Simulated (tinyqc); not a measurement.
p-n heterojunction, non-linear Poisson equation by Newton steps, Boltzmann statistics: two steps of the calculation.

One dimension, material 1 (p-type) at x < 0 and material 2 (n-type) at x > 0. Band edges: Ec = -psi in material 1 and -psi + dEc in material 2, Ev = Ec - Eg. Flat quasi-Fermi levels: 0 for holes, +V for electrons. n = Nc F((EFn - Ec)/Vt), p = Nv F((Ev - EFp)/Vt), with F(eta) = exp(eta) (Boltzmann statistics); full ionisation, no interface charge, classical densities; the doping types are chosen for the exercise.

Values chosen for this exercise; band and dielectric values close to those of CdTe and CdS: temperature T = 300 K; band gap of material 1 Eg1 = 1.51 eV; relative permittivity of material 1 er1 = 10.4; conduction-band density of states of material 1 Nc1 = 8e17 cm^-3; valence-band density of states of material 1 Nv1 = 1.81e19 cm^-3; band gap of material 2 Eg2 = 2.4 eV; relative permittivity of material 2 er2 = 8.93; conduction-band density of states of material 2 Nc2 = 2.21e18 cm^-3; valence-band density of states of material 2 Nv2 = 1.8e19 cm^-3; conduction-band offset Ec2 - Ec1 dEc = -0.11 eV; acceptor density of material 1 N1 = 2.1e17 cm^-3; donor density of material 2 N2 = 2.7e16 cm^-3; bias of side 1 against side 2 V = -2.7 V.

Constants: q = 1.602176634e-19 C, kB = 1.380649e-23 J/K, Vt = kB T/q, eps0 = 8.8541878128e-14 F/cm where lengths are in cm. Results are converted to the units shown.

Problem 1. Newton step. Solve the tridiagonal system a_(i-1) d_(i-1) + b_i d_i + a_i d_(i+1) = -F_i for nodes 1 to 8, with d = 0 on fixed nodes. The full step is added.

coupling a_i, interval 0 to 8 (F/cm^2): 2.1615858e-7  2.7819805e-7  3.5553495e-7  4.5138997e-7  5.3175513e-7  2.2272647e-7  1.0072344e-7  4.5181656e-8  2.0325938e-8

```
node  diagonal b (F/cm^2)  residual F (C/cm^2)
1           -4.9447462e-7        -8.1979293e-8
2           -6.3373300e-7        -1.9474948e-8
3           -8.0692492e-7        -1.9757771e-8
4           -9.8314510e-7        -6.2917091e-8
5           -7.5448160e-7        -3.6965089e-8
6           -3.2344991e-7        -9.3918599e-8
7           -1.8366654e-7        -1.5839314e-8
8           -4.6720349e-6        -1.7626725e-9
```

psi at the start, node 0 to 9 (V): -1.3947890  -1.1197395  -0.7429540  -0.2237339  0.3140116  0.7673237  1.6336185  2.3719840  2.4755019  2.4761242

Wanted: Newton step d; psi after iteration 1.

Solution 1.

Newton step d, node 1 to 8 (V): -1.0349  -1.5447  -1.8888  -2.1161  -2.1908  -2.2030  -1.2975  -0.0129
psi after iteration 1, node 0 to 9 (V): -1.3948  -2.1546  -2.2876  -2.1126  -1.8021  -1.4234  -0.5694  1.0744  2.4626  2.4761

Problem 2. Check against the first integral. Exact first integral: on each side D^2/(2 eps0 er) = G, G = q [Vt (nI_j - nI_b) + Vt (pI_j - pI_b) - C (psi_j - psi_b)], with C = -N1 or +N2, b the neutral end of that side, and nI, pI the densities themselves. D is continuous, so er1 G1(psi_j) = er2 G2(psi_j) fixes psi_j. Ends from Nv1 F((-psi_L - Eg1)/Vt) = N1 and Nc2 F((V + psi_R - dEc)/Vt) = N2. D is counted positive when psi rises towards material 2.

Find: psi_j; D; psi_j - psi_L; psi_R - psi_j; Ec1 - EFn at the interface; Ec2 - EFn at the interface.

Solution 2.

psi_j = -0.9892 V
D = 153.4 nC/cm^2
psi_j - psi_L = 0.4056 V
psi_R - psi_j = 3.465 V
Ec1 - EFn at the interface = 3.689 eV
Ec2 - EFn at the interface = 3.579 eV

Material 2 takes 89.5 % of the bending.

Computed by the program tinyqc: `OMP_NUM_THREADS=1 python tinyqc.py 2040090 2040091 out.jsonl`, one thread of a shared Intel Xeon 2.30GHz, about 0.05 s for the whole run.
